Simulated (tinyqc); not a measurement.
Plain band against climbing image: nudged elastic band on a two-dimensional model surface. Computed by tinyqc, a small Python program. Command: `OMP_NUM_THREADS=1 python tinyqc.py 3031759 3031760 out.jsonl neb walk`. One thread of a shared host (Intel(R) Xeon(R) Processor @ 2.30GHz), about 0.2 s of CPU time with the checks.

V(x, y) = h u^2 + t x + (kappa/2)(y + c u)^2 with u = x^2/w^2 - 1; the path runs from the minimum near (-w, 0) to that near (w, 0).

Inputs (values chosen for the exercise, for a model surface):

| quantity | value | unit |
|---|---|---|
| height h | 0.73 | eV |
| half width w | 1.3 | angstrom |
| transverse stiffness kappa | 4.5 | eV/angstrom^2 |
| curvature c | 0.81 | angstrom |
| tilt t | -0.0061 | eV/angstrom |
| spring constant k_s | 1.5 | eV/angstrom^2 |
| step factor eta | 0.058 | angstrom^2/eV |

Surface: curved double well. Climbing image: off.

Method:
- Newton steps x(new) = x - H^-1 grad V (moves limited to 0.3 angstrom) from (-w, 0), (w, 0) and (0, c) give the two minima and the saddle.
- Tangent at image i: towards the higher neighbour if the energies rise or fall through i; at a maximum or minimum, tau = t+ dmax + t- dmin if V(i+1) > V(i-1), else t+ dmin + t- dmax, with t+ = R(i+1) - R(i), t- = R(i) - R(i-1) and dmax, dmin the larger and smaller of |V(i+1) - V(i)| and |V(i-1) - V(i)|; then normalise. Force F = -grad V + (grad V.tau) tau + k_s (|t+| - |t-|) tau.
- With a climbing image, the highest image feels instead F = -grad V + 2 (grad V.tau) tau and no spring.
- Update R(new) = R + eta F; the end points stay fixed.
- Images are counted without the end points, and convergence is judged on the largest force on an image. Each run starts on the straight line with the same k_s and eta, for at most 1500 iterations; errors are against the Newton saddle; a dash marks a run that did not reach 1e-4 eV/angstrom.

positions (angstrom):
```
               x         y
start   -1.29823   0.00220
end      1.30176  -0.00220
saddle  -0.00353   0.80999
```

energies (eV): start 0.007925, end -0.007935, saddle 0.730011

barrier from the start = 0.722086 eV

Error of the highest image (meV) and iterations:

| images | plain, error | plain, iterations | climbing, error | climbing, iterations |
|---|---|---|---|---|
| 2 | -209.029 | 38 | 0 | 82 |
| 3 | -0.036 | 47 | 0 | 45 |
| 4 | -81.492 | 62 | 0 | 100 |
| 5 | -0.036 | 76 | 0 | 73 |
| 6 | -42.088 | 95 | 0 | 147 |
| 8 | -25.359 | 130 | 0 | 201 |
| 10 | -16.808 | 167 | 0 | 263 |

What follows from these numbers?

The plain band underestimates the barrier by 0.04 to 209.03 meV, depending on how near an image falls to the saddle (worst for 2 images, best for 3). The climbing image is within about 0.001 meV in every converged run, so few images suffice for the barrier.

Extremes, crossings and ranges named in words are read from the listed rows.
